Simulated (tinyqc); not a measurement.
Intrinsic and extrinsic failures together.

All devices wear out with slope 3.6 and scale t63; the share 0.1 also has a flaw with slope 0.55 and scale 0.01 t63: 1 - F = exp(-(t/t63)^3.6) [1 - 0.1 + 0.1 exp(-(t/(0.01 t63))^0.55)]. W = ln(-ln(1 - F)); the local slope is dW/d ln t.

Parameters, values chosen for the exercise:
```
symbol  value  unit                                  meaning
t63        83     s  characteristic time of a test capacitor
```

Result of one run:
```
F	W	local slope	F of wear-out alone
0.1319	-1.956	0.9215	0.03549
```

Which time t gave this result: 0.0011, 0.0041, 0.053 or 33 s?

t = 33 s.

The whole series:
```
t (s)	F	W	local slope	F of wear-out alone
0.0011	0.002580	-5.959	0.5435	2.756e-18
0.0041	0.005247	-5.248	0.5367	3.143e-16
0.015	0.01042	-4.559	0.5230	3.352e-14
0.053	0.01977	-3.914	0.4966	3.153e-12
0.19	0.03588	-3.309	0.4449	3.125e-10
0.7	0.05977	-2.787	0.3477	3.417e-8
2.5	0.08402	-2.433	0.2006	3.341e-6
9.1	0.09792	-2.273	0.06506	3.498e-4
33	0.1319	-1.956	0.9215	0.03549
120	0.9793	1.355	3.502	0.9770
```

The local slope goes from 0.544 through a minimum of 0.0651 (at t = 9.1 s among the rows listed) to 3.50. At early times the flawed share sets F, 9.36e14 times the wear-out value in the first row, so a line fitted to the steep upper part says nothing about low percentiles.

Numbers from tinyqc (`OMP_NUM_THREADS=1 python tinyqc.py 2070014 2070015 out.jsonl`; about 0.01 s on one thread of a shared Intel Xeon 2.30GHz).
